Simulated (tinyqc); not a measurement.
Bloch-Grueneisen resistivity of a metal. From temperature coefficient back to residual resistivity rho_0. Computed by tinyqc, a small Python program. Command: `OMP_NUM_THREADS=1 python tinyqc.py 3028484 3028485 out.jsonl bg inv`. One thread of a shared host (Intel(R) Xeon(R) Processor @ 2.30GHz), about 0.02 s of CPU time with the checks.

Electrons scatter from a Debye spectrum of phonons (n = 5 for scattering within one band, n = 3 for scattering into a second, heavy band) and from static defects.

Inputs (values chosen for the exercise, modelled on copper):
```
quantity                      value  unit
exponent n                        5     -
Debye temperature Theta         327     K
transport coupling lambda_tr   0.12     -
Drude plasma energy hbar w_p    8.9    eV
temperature T                    20     K
```

Addition: none.

Constants: k_B = 1.380649e-23 J/K; hbar = 1.054571817e-34 J s; eps_0 = 8.8541878128e-12 F/m; hbar = 6.582119569e-16 eV s; k_B = 8.617333262e-05 eV/K.

Method:
- J_n(y) = int_0^y x^n e^x/(e^x - 1)^2 dx, by 96 Gauss-Legendre points (upper limit at most 60).
- rho_ph = (n - 1) rho_1 (T/Theta)^n J_n(Theta/T), with rho_1 = 2 pi lambda_tr k_B Theta/(hbar eps_0 w_p^2), the high-temperature line at T = Theta.
- Matthiessen's rule: rho = rho_0 + rho_ph.
- Temperature coefficient (1/rho) d rho/dT by a central difference of +/- 0.5 K; residual ratio rho(295 K)/rho(4.2 K); scattering time tau = 1/(eps_0 w_p^2 rho); Wiedemann-Franz kappa = L_0 T/rho, L_0 = (pi^2/3)(k_B/e)^2.

Problem. A run gave the result below. Find the residual resistivity rho_0, known to lie between 0.0021 and 0.0046 microohm cm.

temperature coefficient = 54.05413 1e-3/K

Solution.

Each step takes the trial c = (a f_b - b f_a)/(f_b - f_a), f being the result less the target and a, b, c the logarithms of the listed values; c replaces end b, the old b replaces a if the sign of f changed, and otherwise f_a is halved.

Scan of the range:
```
residual resistivity rho_0 (microohm cm)  temperature coefficient (1e-3/K)
0.00210                                                            71.8550
0.00239                                                            65.4207
0.00273                                                            59.2050
0.00311                                                            53.5216
0.00354                                                            48.2774
0.00404                                                            43.3396
0.00460                                                            38.8851
```

False position (Illinois rule, in the logarithm of the input) inside the bracket:
```
step       end a       end b       trial  temperature coefficient (1e-3/K)
1     0.00273000  0.00311000  0.00307225                           54.0368
2     0.00273000  0.00307225  0.00306984                           54.0702
3     0.00307225  0.00306984  0.00307100                           54.0541
4     0.00306984  0.00307100  0.00307100                           54.0541
```

Temperature coefficient falls at every point of a 13-point scan of the range (every second point is shown), so one value fits; it is bracketed by 0.00273 and 0.00311. Answer: residual resistivity rho_0 = 0.003071 microohm cm.
